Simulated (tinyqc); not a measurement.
From results back to parameters: free-carrier optics of a doped semiconductor (Drude model). Four cases, with inputs chosen for the exercise.

Problem. eps(E) is given at one energy; N and mu are hidden.

eps(E) = ei [1 - Ep^2/(E^2 + i E Gam)], with Ep^2 = 8 pi c (e^2/(4 pi eps0)) N/(m ei), c = hbar^2/2m0, N in 1/angstrom^3 (1e-24 per 1/cm^3); Gam = hbar/tau, tau = mu m m0/e with m0/e = 5.685630e-12 kg/C and mu in m^2/(V s). Energies in meV.

Constants: hbar^2/2m0 = 3.80998211 eV angstrom^2; e^2/(4 pi eps0) = 14.39964547 eV angstrom; hbar = 6.58211957e-16 eV s.

Case 1.

Values chosen (out of a larger set: mass and dielectric values near those of Si; N and mu are free inputs; interband absorption and the rise of the mass with filling are left out; not measured data): m = 0.256 m0 (conductivity mass); ei = 11.44 (high-frequency dielectric constant); E = 341.5 meV (photon energy).

eps = 7.67781+0.66426i

Case 2.

Values chosen (out of a larger set: mass and dielectric values near those of Ge; N and mu are free inputs; interband absorption and the rise of the mass with filling are left out; not measured data): m = 0.12 m0 (conductivity mass); ei = 15.94 (high-frequency dielectric constant); E = 58.2 meV (photon energy).

eps = 13.67002+0.08006i

Case 3.

Values chosen (out of a larger set: mass and dielectric values near those of Si; N and mu are free inputs; interband absorption and the rise of the mass with filling are left out; not measured data): m = 0.271 m0 (conductivity mass); ei = 11.47 (high-frequency dielectric constant); E = 10.2 meV (photon energy).

eps = 10.61791+3.24424i

Case 4.

Values chosen (out of a larger set: mass and dielectric values near those of Ge; N and mu are free inputs; interband absorption and the rise of the mass with filling are left out; not measured data): m = 0.132 m0 (conductivity mass); ei = 15.56 (high-frequency dielectric constant); E = 19.7 meV (photon energy).

eps = 0.26426+2.19662i

Find: Gam; Ep; N; mu.

Solution. ei - eps1 = ei Ep^2/(E^2 + Gam^2) and eps2 = (ei - eps1) Gam/E; the ratio gives Gam, then Ep, N and mu follow.

Case 1.

Gam = 60.30 meV
Ep = 198.87 meV
N = 8.40e+19 1/cm^3
mu = 75.0 cm^2/(V s)

Case 2.

Gam = 2.05 meV
Ep = 21.98 meV
N = 6.70e+17 1/cm^3
mu = 4.70e+03 cm^2/(V s)

Case 3.

Gam = 38.84 meV
Ep = 10.94 meV
N = 2.70e+17 1/cm^3
mu = 110 cm^2/(V s)

Case 4.

Gam = 2.83 meV
Ep = 19.73 meV
N = 5.80e+17 1/cm^3
mu = 3.10e+03 cm^2/(V s)

Computed by tinyqc, one run a case: `OMP_NUM_THREADS=1 python tinyqc.py N N+1 out.jsonl` with N = 1680122, 1680352, 1680395, 1680472; one thread of a shared Intel(R) Xeon(R) Processor @ 2.30GHz, about 0.01 s a run at most.
